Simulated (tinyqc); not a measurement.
Configuration-coordinate model of carrier capture at a defect: sweeps and comparisons. A value that a table varies takes the place of the one given here.

Two parabolas of equal curvature k in one coordinate Q: with the carrier free at the band edge, U_f = k Q^2/2; with the carrier trapped, U_t = k (Q - dQ)^2/2 - ET. ER = k dQ^2/2, Huang-Rhys factor S = ER/hw, hw = 0.0646541 sqrt(k/M) eV for k in eV/angstrom^2 and M in u. The curves cross at a height Eb = (ER - ET)^2/(4 ER) above the free minimum.

Multiphonon factor for giving p = ET/hw phonons to the lattice: W = exp(-S (2 nb + 1)) ((nb + 1)/nb)^(p/2) I_p(x), nb = 1/(exp(hw/kT) - 1), x = 2 S sqrt(nb (nb + 1)), I_p the modified Bessel function. Classical limit: W = hw exp(-Eb/kT)/sqrt(4 pi ER kT). At T = 0: exp(-S) S^p/Gamma(p + 1).

Constants: kB = 8.617333262e-05 eV/K.

Values chosen for the exercise (of the size met at a DX centre in AlGaAs; shifted at random, so the results belong to these values and not to a real crystal): ET = 0.1 eV (thermal depth of the level below the band edge); ER = 0.75 eV (relaxation energy); hw = 0.011 eV (phonon energy of the mode); T = 300 K (temperature).

## Capture against temperature

The local activation energy is -d ln W/d(1/kT), by central differences with T changed by 1 %.

Against T:

| T (K) | kT/hw | log10 W | log10 W, classical | activation energy (eV) |
|---|---|---|---|---|
| 40 | 0.313 | -15.082 | -18.959 | 0.0607 |
| 60 | 0.470 | -11.815 | -13.132 | 0.0950 |
| 80 | 0.627 | -9.649 | -10.237 | 0.1109 |
| 120 | 0.940 | -7.184 | -7.368 | 0.1230 |
| 160 | 1.253 | -5.872 | -5.952 | 0.1266 |
| 220 | 1.723 | -4.779 | -4.811 | 0.1273 |
| 300 | 2.350 | -4.005 | -4.018 | 0.1257 |
| 400 | 3.134 | -3.483 | -3.489 | 0.1223 |
| 550 | 4.309 | -3.072 | -3.074 | 0.1164 |

log10 W at T = 0 = -18.590
Eb = 0.1408 eV

At 40 K log10 W is -15.08, against -18.59 at T = 0 and -19.0 classically; at 550 K the two forms differ by 0.00. The activation energy read from an Arrhenius plot goes from 0.061 eV at 40 K to 0.116 at 550 K, with its largest value 0.127 at 220 K, against Eb = 0.141 eV; the classical form itself gives Eb - kT/2. A measured slope therefore understates the barrier.

## Capture against depth of the level

ET is varied at fixed ER, hw and T, as by moving the band edge with alloying or pressure.

Against ET:

| ET/ER | ET (eV) | Eb (eV) | log10 W | log10 W, classical |
|---|---|---|---|---|
| 0.10 | 0.075 | 0.1519 | -4.190 | -4.203 |
| 0.25 | 0.188 | 0.1055 | -3.412 | -3.424 |
| 0.50 | 0.375 | 0.0469 | -2.432 | -2.439 |
| 0.75 | 0.562 | 0.0117 | -1.848 | -1.849 |
| 1.00 | 0.750 | 0.0000 | -1.655 | -1.652 |
| 1.25 | 0.938 | 0.0117 | -1.851 | -1.849 |
| 1.50 | 1.125 | 0.0469 | -2.430 | -2.439 |
| 2.00 | 1.500 | 0.1875 | -4.717 | -4.802 |
| 3.00 | 2.250 | 0.7500 | -13.609 | -14.251 |

Capture is fastest at ET/ER = 1 among these rows, where the barrier vanishes or nearly so. The classical form is symmetric about ET = ER; the quantum one gives -2.43 at 0.5 and -2.43 at 1.5, against -2.44 for both. At ET = 3 ER it lies 0.6 decades above the classical value: deep levels capture by emitting many phonons, and the rate falls with depth by 11.9 decades per eV between the last two rows. Rows deeper than the gap of the host are formal.

## What each parameter does

Eb, log10 W and the full width 2.35482 sqrt(ER hw coth(hw/2kT)). Each row changes one parameter from the base and keeps the others.

Results:

| case | Eb (eV) | log10 W | full width (eV) |
|---|---|---|---|
| base | 0.1408 | -4.005 | 0.4672 |
| ET = 0.14 eV | 0.1240 | -3.723 | 0.4672 |
| ER = 0.8 eV | 0.1531 | -4.224 | 0.4825 |
| hw = 0.0132 eV | 0.1408 | -3.920 | 0.4687 |
| T = 330 K | 0.1408 | -3.813 | 0.4894 |

The largest shifts from the base row, up to three for each result and ties (the steps differ in size, so this ranks the rows, not the parameters). Eb (eV): ET -0.0168, ER +0.0123; unchanged at the printed digits by hw and T. log10 W: ET +0.282, ER -0.220, T +0.191. full width (eV): T +0.0222, ER +0.0153, hw +0.0015; unchanged at the printed digits by ET.

Computed by tinyqc, a small Python program: `OMP_NUM_THREADS=1 python tinyqc.py 1452390 1452391 out.jsonl` (the numbers bound the seed that draws the inputs); one thread of a shared host (Intel(R) Xeon(R) Processor @ 2.30GHz), about 0.01 s for the whole set of steps.
